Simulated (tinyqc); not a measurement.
# Minority carriers and saturation current of a heavily doped emitter: several studies

n-type, parabolic bands, full ionisation. eta = (EF - Ec)/kB T solves N = Nc F12(eta), F12(x) = (2/sqrt(pi)) int_0^infinity sqrt(u)/(1 + exp(u - x)) du. The gap shrinks rigidly by dEg = E1 [ln(N/N0) + sqrt(ln^2(N/N0) + 0.5)], an empirical law that is here taken as the true narrowing.

Values chosen for this exercise; band and dielectric values close to those of silicon: temperature T = 300 K; band gap Eg = 1.14 eV; conduction-band density of states at 300 K Nc = 2.77e19 cm^-3; valence-band density of states at 300 K Nv = 2.66e19 cm^-3; ionised donor density N = 6.4e18 cm^-3; energy of the narrowing law E1 = 7.6 meV; density of the narrowing law N0 = 1.3e17 cm^-3; minority-hole mobility mup = 180 cm^2/(V s); Auger coefficient Cn = 3.5e-31 cm^6/s; defect lifetime ts = 1.7 us; emitter width W = 250 nm; recombination velocity at the contact S = 9300 cm/s.

Constants: q = 1.602176634e-19 C, kB = 1.380649e-23 J/K, Vt = kB T/q. Results are converted to the units shown.

Each table varies one quantity; the others keep the values above.

## Effect of the doping

ni = sqrt(Nc Nv) exp(-Eg/(2 Vt)), Eg in volts; degeneracy factor g = F12(eta) exp(-eta); nie^2 = ni^2 exp(dEg/kB T) g, p0 = nie^2/N; apparent narrowing dEg + kB T ln g. 1/tau = Cn N^2 + 1/ts, D = mup Vt, L = sqrt(D tau); J0 = (q p0 D/L)(s + tanh(W/L))/(1 + s tanh(W/L)), s = S L/D; the share recombining inside is 1 - 1/[cosh(W/L)(1 + tanh(W/L)/s)]. The mobility is held fixed.

Effect of the doping:
```
N (cm^-3)  apparent narrowing (meV)  p0 (cm^-3)   L (nm)  J0 (fA/cm^2)  share inside (%)
4.4e17                        19.83       254.6  2.663e4         362.0            0.1804
1.1e18                        32.96       169.3  2.145e4         240.9            0.2780
2.7e18                        45.84       113.5  1.217e4         162.4            0.8577
6.6e18                        58.00       74.32     5421         110.0             4.182
1.6e19                        68.31       45.67     2271         80.48             19.94
4.1e19                        74.53       22.67    888.9         81.89             62.18
1e20                          69.80       7.742    364.6         101.4             91.24
2.5e20                        40.92       1.013    145.8         48.71             98.95
```

The apparent narrowing goes from 19.8 through a maximum of 74.5 (at N = 4.1e19 cm^-3 among the rows listed) to 40.9 meV. p0 goes as N^(-0.45) between the first two rows and N^(-2.22) between the last two (-1 without narrowing or degeneracy), and J0 moves up and down between 48.7 and 362 fA/cm^2.

## Approximations to the Fermi level

With u = N/Nc: Boltzmann ln u; Joyce-Dixon ln u + 0.353553 u - 4.95009e-3 u^2 + 1.48386e-4 u^3 - 4.42563e-6 u^4; degenerate limit (3 sqrt(pi) u/4)^(2/3). The Einstein ratio is D/(mu Vt) = F12/Fm, Fm(x) = dF12/dx = (1/sqrt(pi)) int_0^infinity u^(-1/2)/(1 + exp(u - x)) du.

Approximations to the Fermi level:
```
N (cm^-3)     N/Nc      eta  Boltzmann  Joyce-Dixon  degenerate  D/(mu Vt)
1.2e18     0.04332   -3.124     -3.139       -3.124      0.1491      1.015
2.7e18     0.09747   -2.294     -2.328       -2.294      0.2561      1.034
6.4e18      0.2310   -1.384     -1.465       -1.384      0.4552      1.081
1.5e19      0.5415  -0.4234    -0.6134      -0.4234      0.8032      1.189
3.5e19       1.264   0.6730     0.2339       0.6730       1.413      1.432
8.3e19       2.996    2.116      1.097        2.116       2.513      1.981
2e20         7.220    4.317      1.977        4.315       4.516      3.165
4.6e20       16.61    7.762      2.810        7.659       7.869      5.322
1.1e21       39.71    14.01      3.682        8.202       14.07      9.421
```

Boltzmann is within 0.1 of eta up to N/Nc = 0.23, Joyce-Dixon within 0.01 up to 7.2, and the degenerate limit is off by 0.059 in the last row. The Einstein ratio rises from 1.02 to 9.42: degenerate carriers diffuse faster for the same mobility.

## Effect of the contact

Same model as above.

Effect of the contact:
```
S (cm/s)  J0 (fA/cm^2)  share inside (%)
80               5.473             82.35
340              8.604             52.35
1500             22.46             19.99
6200             76.91             5.767
26000            279.8             1.513
1.1e5            839.0            0.4376
4.8e5             1624            0.1777
2.1e6             2069            0.1179
8.8e6             2206            0.1044
```

Read the table: what changes, and by how much?

J0 rises from 5.47 to 2210 fA/cm^2, between the limits q p0 (D/L) tanh(W/L) = 4.51 and q p0 (D/L) coth(W/L) = 2250; W/L = 0.045, so passivating the contact can gain at most a factor of 500.

Range of the model: Band tails, non-parabolic bands and incomplete ionisation are left out.

Computed by the program tinyqc: `OMP_NUM_THREADS=1 python tinyqc.py 2330026 2330027 out.jsonl`, one thread of a shared Intel Xeon 2.30GHz, about 0.01 s for the whole run.
